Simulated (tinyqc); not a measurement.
## Potential step from the flux

Question. On one interval J = (q mu Vt/hx) [nb B(d) - na B(-d)], B(d) = d/(exp(d) - 1), d = (psi_b - psi_a)/Vt. Find psi_b - psi_a, and the step at which J would vanish.

Parameters, values chosen for the exercise:
- T = 273 K (temperature)
- mu = 1360 cm^2/(V s) (electron mobility)
- na = 2.3e14 cm^-3 (density at the left node)
- nb = 7.9e15 cm^-3 (density at the right node)
- hx = 72 nm (node spacing)

Constants: q = 1.602176634e-19 C, kB = 1.380649e-23 J/K, Vt = kB T/q. Results are converted to the units shown.

J = 23561.376 A/cm^2

Answer. B(d) falls and B(-d) rises with d, so J falls steadily with the step and one value matches. J = 0 needs nb/na = exp(d), the Boltzmann ratio.

psi_b - psi_a = -0.09700 V
step for J = 0 = 0.08320 V

Program tinyqc, `OMP_NUM_THREADS=1 python tinyqc.py 2220043 2220044 out.jsonl`; Intel Xeon 2.30GHz, shared host, one thread, about 0.01 s.
